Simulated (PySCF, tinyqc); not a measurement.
Worked calculation: RHF in the sto-6g basis, for H3+, spin multiplicity 1. The lowest restricted solution is unstable here: a spin-polarised one lies 0.0019 hartree lower (PySCF). Computed by tinyqc, a small Python program that keeps every step (integrals from PySCF). Settings: charge = 1, multiplicity = 1, basis = sto-6g, energy threshold = 1e-09, iteration cap = 58, orthogonalisation = symmetric, start = highest core orbitals, DIIS depth = 0, method = RHF. Command: `OMP_NUM_THREADS=1 python tinyqc.py 23299 23300 out.jsonl` (the two numbers bound the seeds that draw the settings). One thread of a shared host (Intel(R) Xeon(R) Processor @ 2.60GHz), about 0.04 s of CPU time with the checks. Later iterations appear only in the table of the cycle.

## One-electron integrals

Geometry (angstrom):

| atom | x | y | z |
|---|---|---|---|
| H | 0.0000 | 0.0000 | 0.0000 |
| H | 0.0000 | 0.0000 | 1.0970 |
| H | 0.0000 | 0.0000 | -1.0970 |

Basis sto-6g: exponents (1/bohr^2) and contraction coefficients of normalised primitives:

| element | l (shell) | exponent | coefficient |
|---|---|---|---|
| H | s (1) | 35.5232 | 0.0092 |
| H | s (1) | 6.5131 | 0.0494 |
| H | s (1) | 1.8221 | 0.1685 |
| H | s (1) | 0.6260 | 0.3706 |
| H | s (1) | 0.2431 | 0.4165 |
| H | s (1) | 0.1001 | 0.1303 |

Overlap, kinetic and nuclear-attraction integrals over the contracted functions; the nuclear repulsion is the sum of Za Zb / Rab.

nuclear repulsion = 1.205964 hartree

overlap S, lower triangle:
```
        1H 1s   2H 1s   3H 1s
1H 1s  1.0000
2H 1s  0.4416  1.0000
3H 1s  0.4416  0.0875  1.0000
```

kinetic energy T (hartree), lower triangle:
```
        1H 1s    2H 1s   3H 1s
1H 1s  0.7685
2H 1s  0.0804   0.7685
3H 1s  0.0804  -0.0121  0.7685
```

nuclear attraction V (hartree), lower triangle:
```
         1H 1s    2H 1s    3H 1s
1H 1s  -2.1842
2H 1s  -0.8219  -1.9530
3H 1s  -0.8219  -0.1488  -1.9530
```

core Hamiltonian H = T + V (hartree), lower triangle:
```
         1H 1s    2H 1s    3H 1s
1H 1s  -1.4157
2H 1s  -0.7415  -1.1845
3H 1s  -0.7415  -0.1609  -1.1845
```

## Two-electron integrals

Functions are numbered as in S; the eight-fold symmetry (ij|kl) = (ji|kl) = (kl|ij) leaves the list below.

Two-electron integrals (ij|kl) in chemists' order, unique and non-zero (hartree):
```
(11|11) 0.7750   (21|11) 0.2671   (21|21) 0.1218   (22|11) 0.4476
(22|21) 0.2671   (22|22) 0.7750   (31|11) 0.2671   (31|21) 0.0861
(31|22) 0.1421   (31|31) 0.1218   (32|11) 0.0499   (32|21) 0.0196
(32|22) 0.0386   (32|31) 0.0196   (32|32) 0.0037   (33|11) 0.4476
(33|21) 0.1421   (33|22) 0.2408   (33|31) 0.2671   (33|32) 0.0386
(33|33) 0.7750
```

## Orthogonalisation

S = U s U^T; symmetric (Loewdin) form X = U s^(-1/2) U^T, so that X^T S X = 1.

eigenvalues of S: 0.4177  0.9125  1.6698

X, lower triangle:
```
         1H 1s   2H 1s   3H 1s
1H 1s   1.1876
2H 1s  -0.2728  1.0902
3H 1s  -0.2728  0.0434  1.0902
```

## Starting guess

The start is the highest orbitals of the core Hamiltonian (a deliberately bad start); D = 2 C_occ C_occ^T.

D at the start, lower triangle:
```
         1H 1s   2H 1s   3H 1s
1H 1s   2.0434
2H 1s  -1.6346  1.3076
3H 1s  -1.6346  1.3076  1.3076
```

## Iteration 1: building the Fock matrix

J_ij = sum D_kl (ij|kl), K_ij = sum D_kl (ik|jl); F = H + J - 0.5 K; E = tr D H + tr D J / 2 - 0.25 tr D K + E_nn.

Coulomb J (hartree), lower triangle:
```
        1H 1s   2H 1s   3H 1s
1H 1s  1.1386
2H 1s  0.4525  1.0061
3H 1s  0.4525  0.0845  1.0061
```

exchange K (hartree), lower triangle:
```
         1H 1s   2H 1s   3H 1s
1H 1s   0.3811
2H 1s  -0.0209  0.4310
3H 1s  -0.0209  0.0678  0.4310
```

Fock matrix F (hartree), lower triangle:
```
         1H 1s    2H 1s    3H 1s
1H 1s  -0.4676
2H 1s  -0.2785  -0.3939
3H 1s  -0.2785  -0.1102  -0.3939
```

total energy of this density = 0.197977 hartree

## Iteration 1: diagonalisation and new density

Diagonalise F' = X^T F X, C = X C', fill 1 alpha and 1 beta electrons from the bottom; D = 2 C_occ C_occ^T. Each column has its largest component positive (the first on a tie).

F' = X^T F X (hartree), lower triangle:
```
         1        2        3
1  -0.3737
2  -0.1090  -0.3418
3  -0.1090  -0.0310  -0.3418
```

orbital energies (hartree): MO1 -0.5274, MO2 -0.3108, MO3 -0.2191

coefficients C:
```
          MO1      MO2      MO3
1H 1s  0.5684   0.0000   1.1118
2H 1s  0.3729   0.7402  -0.7601
3H 1s  0.3729  -0.7402  -0.7601
```

D after iteration 1, lower triangle:
```
        1H 1s   2H 1s   3H 1s
1H 1s  0.6461
2H 1s  0.4239  0.2782
3H 1s  0.4239  0.2782  0.2782
```

## Iteration 2: building the Fock matrix

As before.

Coulomb J (hartree), lower triangle:
```
        1H 1s   2H 1s   3H 1s
1H 1s  1.2304
2H 1s  0.4736  0.9402
3H 1s  0.4736  0.0891  0.9402
```

exchange K (hartree), lower triangle:
```
        1H 1s   2H 1s   3H 1s
1H 1s  1.0693
2H 1s  0.5964  0.5599
3H 1s  0.5964  0.2823  0.5599
```

Fock matrix F (hartree), lower triangle:
```
         1H 1s    2H 1s    3H 1s
1H 1s  -0.7199
2H 1s  -0.5661  -0.5242
3H 1s  -0.5661  -0.2129  -0.5242
```

total energy of this density = -1.171903 hartree

## Iteration 2: diagonalisation and new density

As before.

F' = X^T F X (hartree), lower triangle:
```
         1        2        3
1  -0.3914
2  -0.3852  -0.3476
3  -0.3852  -0.0065  -0.3476
```

orbital energies (hartree): MO1 -0.9179, MO2 -0.3412, MO3 0.1723

coefficients C:
```
          MO1      MO2      MO3
1H 1s  0.5860   0.0000   1.1027
2H 1s  0.3608   0.7402  -0.7660
3H 1s  0.3608  -0.7402  -0.7660
```

D after iteration 2, lower triangle:
```
        1H 1s   2H 1s   3H 1s
1H 1s  0.6867
2H 1s  0.4229  0.2604
3H 1s  0.4229  0.2604  0.2604
```

## Iteration 3: building the Fock matrix

As before.

Coulomb J (hartree), lower triangle:
```
        1H 1s   2H 1s   3H 1s
1H 1s  1.2430
2H 1s  0.4760  0.9381
3H 1s  0.4760  0.0896  0.9381
```

exchange K (hartree), lower triangle:
```
        1H 1s   2H 1s   3H 1s
1H 1s  1.0922
2H 1s  0.5985  0.5490
3H 1s  0.5985  0.2797  0.5490
```

Fock matrix F (hartree), lower triangle:
```
         1H 1s    2H 1s    3H 1s
1H 1s  -0.7187
2H 1s  -0.5647  -0.5209
3H 1s  -0.5647  -0.2112  -0.5209
```

total energy of this density = -1.172520 hartree

## Iteration 3: diagonalisation and new density

As before.

F' = X^T F X (hartree), lower triangle:
```
         1        2        3
1  -0.3908
2  -0.3851  -0.3443
3  -0.3851  -0.0049  -0.3443
```

orbital energies (hartree): MO1 -0.9150, MO2 -0.3395, MO3 0.1750

coefficients C:
```
          MO1      MO2      MO3
1H 1s  0.5881   0.0000   1.1015
2H 1s  0.3593   0.7402  -0.7667
3H 1s  0.3593  -0.7402  -0.7667
```

D after iteration 3, lower triangle:
```
        1H 1s   2H 1s   3H 1s
1H 1s  0.6918
2H 1s  0.4227  0.2582
3H 1s  0.4227  0.2582  0.2582
```

## Iteration 4: building the Fock matrix

As before.

Coulomb J (hartree), lower triangle:
```
        1H 1s   2H 1s   3H 1s
1H 1s  1.2446
2H 1s  0.4763  0.9378
3H 1s  0.4763  0.0896  0.9378
```

exchange K (hartree), lower triangle:
```
        1H 1s   2H 1s   3H 1s
1H 1s  1.0950
2H 1s  0.5987  0.5477
3H 1s  0.5987  0.2794  0.5477
```

Fock matrix F (hartree), lower triangle:
```
         1H 1s    2H 1s    3H 1s
1H 1s  -0.7186
2H 1s  -0.5645  -0.5205
3H 1s  -0.5645  -0.2109  -0.5205
```

total energy of this density = -1.172530 hartree

## Iteration 4: diagonalisation and new density

As before.

F' = X^T F X (hartree), lower triangle:
```
         1        2        3
1  -0.3908
2  -0.3851  -0.3439
3  -0.3851  -0.0047  -0.3439
```

orbital energies (hartree): MO1 -0.9146, MO2 -0.3392, MO3 0.1753

coefficients C:
```
          MO1      MO2      MO3
1H 1s  0.5884   0.0000   1.1014
2H 1s  0.3591   0.7402  -0.7668
3H 1s  0.3591  -0.7402  -0.7668
```

D after iteration 4, lower triangle:
```
        1H 1s   2H 1s   3H 1s
1H 1s  0.6925
2H 1s  0.4226  0.2579
3H 1s  0.4226  0.2579  0.2579
```

## Iteration 7 (converged): orbitals

converged F (hartree), lower triangle:
```
         1H 1s    2H 1s    3H 1s
1H 1s  -0.7185
2H 1s  -0.5645  -0.5205
3H 1s  -0.5645  -0.2109  -0.5205
```

As before.

F' = X^T F X (hartree), lower triangle:
```
         1        2        3
1  -0.3908
2  -0.3851  -0.3439
3  -0.3851  -0.0046  -0.3439
```

orbital energies (hartree): MO1 -0.9146, MO2 -0.3392, MO3 0.1753

coefficients C:
```
          MO1      MO2      MO3
1H 1s  0.5885   0.0000   1.1013
2H 1s  0.3591   0.7402  -0.7668
3H 1s  0.3591  -0.7402  -0.7668
```

D after iteration 7, lower triangle:
```
        1H 1s   2H 1s   3H 1s
1H 1s  0.6926
2H 1s  0.4226  0.2579
3H 1s  0.4226  0.2579  0.2579
```

## Convergence

Stop when the energy changes by less than 1e-09 hartree and every element of the error matrix X^T (F D S - S D F) X is below 9e-06.

Course of the cycle:

| iteration | E (hartree) | change | largest element of the error matrix |
|---|---|---|---|
| 1 | 0.197977 | - | 6.65e-02 |
| 2 | -1.171903 | -1.37e+00 | 2.44e-02 |
| 3 | -1.172520 | -6.17e-04 | 3.06e-03 |
| 4 | -1.172530 | -9.69e-06 | 3.85e-04 |
| 5 | -1.172530 | -1.53e-07 | 4.83e-05 |
| 6 | -1.172530 | -2.41e-09 | 6.07e-06 |
| 7 | -1.172530 | -3.80e-11 | 7.62e-07 |

PySCF RHF in the same basis = -1.172530 hartree

Converged in 7 iterations.

## Populations, bond orders and dipole

Mulliken: Z minus the diagonal of D S on the atom; Loewdin: the same with S^(1/2) D S^(1/2); Mayer order: 2 sum_s sum (D(s) S)_ij (D(s) S)_ji over the two atoms.

Charges (e):

| atom | Mulliken | Loewdin |
|---|---|---|
| 1H | -0.0658 | -0.0388 |
| 2H | 0.5329 | 0.5194 |
| 3H | 0.5329 | 0.5194 |

Mayer bond orders:

| pair | order |
|---|---|
| 2-1 | 0.4978 |
| 3-1 | 0.4978 |
| 3-2 | 0.2182 |

dipole moment about the origin, x y z (debye): 0.0000  0.0000  0.0000
